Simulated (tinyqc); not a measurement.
# Changing the recess depth d

Model: stress in a transistor channel from embedded alloy regions, liners and fins, by half-space elasticity. Computed by tinyqc, a small Python program. Command: `OMP_NUM_THREADS=1 python tinyqc.py 3025018 3025019 out.jsonl stressor sweep`. One thread of a shared host (Intel(R) Xeon(R) Processor @ 2.30GHz), about 0.05 s of CPU time with the checks.

Plane strain in an isotropic half-space, the same constants everywhere; x along the channel from its centre, y downwards from the free surface; stress is positive in tension.

Inputs (values chosen for the exercise, modelled on silicon):
```
quantity                                   value      unit
alloy fraction x                          0.0095         -
lattice change per unit x, beta           -0.447         -
Young's modulus E                            172       GPa
Poisson ratio nu                            0.28         -
channel length L                             102        nm
length of each stressor S                    145        nm
depth of the field point y                   4.6        nm
longitudinal piezoresistance coefficient   -31.7  1e-11/Pa
vertical piezoresistance coefficient        53.8  1e-11/Pa
```

Stressor: Si(1-x)C(x) source and drain.

Method:
- Misfit e = beta x. A fully constrained inclusion holds the stress -p with p = E e/(1 - 2 nu); a blanket film would hold -E e/(1 - nu) in the plane.
- A line element dA of misfit at (a, c) in the half-space gives, with C = E e/(2 pi (1 - nu)), X = x - a, r1^2 = X^2 + (y - c)^2, r2^2 = X^2 + Y^2, Y = y + c: s_xx = -C dA {[X^2 - (y - c)^2]/r1^4 + 3 [X^2 - Y^2]/r2^4 + 4 y Y (Y^2 - 3 X^2)/r2^6}, s_yy = C dA {[X^2 - (y - c)^2]/r1^4 - [X^2 - Y^2]/r2^4 + 4 y Y (Y^2 - 3 X^2)/r2^6}. These are integrated over two rectangles, L/2 < |a| < L/2 + S, 0 < c < d (closed form in a, 200 Gauss-Legendre points in c).
- At x = y = 0 the integral is s_xx = -(4/pi) [E e/(1 - nu)] [arctan(2 d/L) - arctan(d/(L/2 + S))].
- d mu/mu = -(pi_L s_xx + pi_z s_yy) for the embedded regions alone; the stress across the width is left out.

One run for each value:
```
recess depth d (nm)  s_xx (MPa)  s_xx at the surface (MPa)  s_yy (MPa)  mobility change (%)
5.0                       90.27                      93.28      0.9594                2.810
8.3                      147.71                     153.72      1.5230                4.600
14.0                     241.32                     253.94      2.2953                7.526
23.0                     371.21                     396.34      2.9213               11.610
39.0                     542.33                     589.54      2.6893               17.047
65.0                     684.12                     755.97      1.3783               21.612
110.0                    718.65                     807.58      0.1498               22.773
180.0                    619.38                     712.76     -0.2979               19.650
300.0                    438.72                     529.99     -0.3558               13.926
```

Describe and explain the trends.

Over the rows, s_xx (MPa) goes from 90.3 through a maximum among these rows, 719 at 110, to 439; s_xx at the surface (MPa) goes from 93.3 through a maximum among these rows, 808 at 110, to 530; s_yy (MPa) goes from 0.959 through a maximum among these rows, 2.92 at 23.0, to -0.356. At the surface the maximum lies at d = sqrt((L/2)(L/2 + S)) = 100 nm: an element deeper than its horizontal distance has the opposite effect on the surface, by the sign of X^2 - c^2.

Caution (rows 39.0, 65.0, 110, 180): beyond a few hundred MPa bulk piezoresistance coefficients no longer describe an inversion layer well.

Extremes, crossings and ranges named in words are read from the listed rows.
